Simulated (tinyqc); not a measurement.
Comparisons within one model: Fermi-Dirac statistics of conduction electrons. A value that a table varies takes the place of the one given here.

Non-parabolic band E (1 + alpha E) = c k^2/m: n = Nc (2/sqrt(pi)) integral_0^infinity sqrt(x (1 + a x)) (1 + 2 a x) dx/(1 + exp(x - eta)) with a = alpha kT and eta = (EF - Ec)/kT; a = 0 gives n = Nc F_1/2(eta).

Constants: hbar^2/2m0 = 3.80998211 eV angstrom^2; kB = 8.617333262e-05 eV/K.

Values chosen for the exercise (near those of InAs, lowest valleys alone; not measured data): m = 0.0262 m0 (density-of-states mass of the conduction band); T = 300 K; alpha = 2.69 1/eV (non-parabolicity); n = 1.2e+18 1/cm^3 (electron density).

## Parabolic against non-parabolic filling

N = 2 (m kB T/(4 pi c))^(3/2) with c = hbar^2/2m0, in 1/angstrom^3; times 1e24 for 1/cm^3. k_F = (3 pi^2 n)^(1/3) and the energy E0 that solves E (1 + alpha E) = c k_F^2/m give the limit of zero temperature.

EF - Ec (meV):

| n (1/cm^3) | parabolic | non-parabolic | non-parabolic, 0 K |
|---|---|---|---|
| 1.0e+16 | -60.3 | -66.8 | 6.4 |
| 4.0e+16 | -21.9 | -29.2 | 15.6 |
| 2.0e+17 | 33.1 | 21.2 | 42.7 |
| 5.0e+17 | 80.5 | 59.4 | 73.2 |
| 2.0e+18 | 218.4 | 147.8 | 155.7 |
| 5.0e+18 | 405.6 | 239.5 | 245.2 |

Non-parabolicity lowers EF by 6.6 meV at the lowest density and by 166.1 meV at the highest, where alpha (EF - Ec) = 0.64. Temperature lowers EF below its 0 K value by 73.2 meV at the lowest density and by 5.7 meV at the highest. EF enters the band between 4e+16 and 2e+17 1/cm^3.

## What moves the Fermi level

N = 2 (m kB T/(4 pi c))^(3/2) with c = hbar^2/2m0, in 1/angstrom^3; times 1e24 for 1/cm^3. Each row changes one parameter from the base and keeps the others.

Results:

| case | parabolic EF - Ec (meV) | non-parabolic EF - Ec (meV) |
|---|---|---|
| base | 153.49 | 109.49 |
| m = 0.0236 m0 | 171.20 | 120.43 |
| T = 350 K | 152.07 | 105.96 |
| n = 6e+17 1/cm^3 | 92.76 | 68.48 |
| alpha = 4.035 1/eV | 153.49 | 97.61 |

The largest shifts from the base row, up to three for each result and ties (the steps differ in size, so this ranks the rows, not the parameters). parabolic EF - Ec (meV): n -60.73, m +17.71, T -1.42; unchanged at the printed digits by alpha. non-parabolic EF - Ec (meV): n -41.01, alpha -11.88, m +10.94.

tinyqc: `OMP_NUM_THREADS=1 python tinyqc.py 1682431 1682432 out.jsonl`; about 0.01 s, one thread, shared Intel(R) Xeon(R) Processor @ 2.30GHz.
